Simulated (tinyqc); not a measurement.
From results back to parameters: Boltzmann transport in a parabolic band with a power-law relaxation time. Three cases, with inputs chosen for the exercise.

Problem. The Seebeck coefficient and the Hall density nH = n/rH are given; md is hidden (a Pisarenko analysis).

F_j(eta) = (1/Gamma(j + 1)) integral_0^infinity x^j dx/(1 + exp(x - eta)), which tends to exp(eta) for eta << 0.

n = N F_1/2(eta) with N = 2 (m kB T/(4 pi c))^(3/2) with c = hbar^2/2m0, in 1/angstrom^3; times 1e24 for 1/cm^3, m = md.

tau = tau0 x^r with x = E/kT. With K_j = Gamma(j + 1) F_j(eta): <tau> = tau0 (r + 3/2) K_(r+1/2)/((3/2) K_(1/2)); mu = <tau>/(mc m0/e), m0/e = 5.685630e-12 kg/C; Hall factor rH = (3/2) K_(1/2) (2r + 3/2) K_(2r+1/2)/((r + 3/2) K_(r+1/2))^2; Seebeck S = -(kB/e) [(r + 5/2) K_(r+3/2)/((r + 3/2) K_(r+1/2)) - eta]; Lorenz number L = (kB/e)^2 [(r + 7/2) K_(r+5/2)/((r + 3/2) K_(r+1/2)) - ((r + 5/2) K_(r+3/2)/((r + 3/2) K_(r+1/2)))^2]; kB/e in V/K. Valley anisotropy is left out of rH.

Constants: hbar^2/2m0 = 3.80998211 eV angstrom^2; kB = 8.617333262e-05 eV/K.

Find: eta; rH; n; md.

Method. S depends on eta alone and |S| falls steadily with it; eta gives rH and so n, and N = n/F_1/2(eta) gives md from N proportional to md^(3/2).

Case 1.

Values chosen (out of a larger set: masses near those of GaN; tau0 is set for a mobility of the usual size at this n, kL is a free input; freeze-out and phonon drag, which matter near 77 K, are left out; not measured data): r = 0 (exponent of tau); T = 500 K.

S = -243.712 microvolt/K
nH = 3.8000e+18 1/cm^3

Solution.

eta = 0.01
rH = 1.000
n = 3.8e+18 1/cm^3
md = 0.203 m0

Case 2.

Values chosen (out of a larger set: masses near those of Si; tau0 is set for a mobility of the usual size at this n, kL is a free input; freeze-out and phonon drag, which matter near 77 K, are left out; not measured data): r = 1.5 (exponent of tau); T = 77 K.

S = -137.839 microvolt/K
nH = 2.8810e+19 1/cm^3

Solution.

eta = 5.31
rH = 1.180
n = 3.4e+19 1/cm^3
md = 1.054 m0

Case 3.

Values chosen (out of a larger set: masses near those of GaN; tau0 is set for a mobility of the usual size at this n, kL is a free input; freeze-out and phonon drag, which matter near 77 K, are left out; not measured data): r = 1.5 (exponent of tau); T = 300 K.

S = -388.609 microvolt/K
nH = 7.2619e+17 1/cm^3

Solution.

eta = -0.36
rH = 1.790
n = 1.3e+18 1/cm^3
md = 0.202 m0

Computed by tinyqc, one run a case: `OMP_NUM_THREADS=1 python tinyqc.py N N+1 out.jsonl` with N = 1680953, 1680961, 1680962; one thread of a shared Intel(R) Xeon(R) Processor @ 2.30GHz, about 0.01 s a run at most.
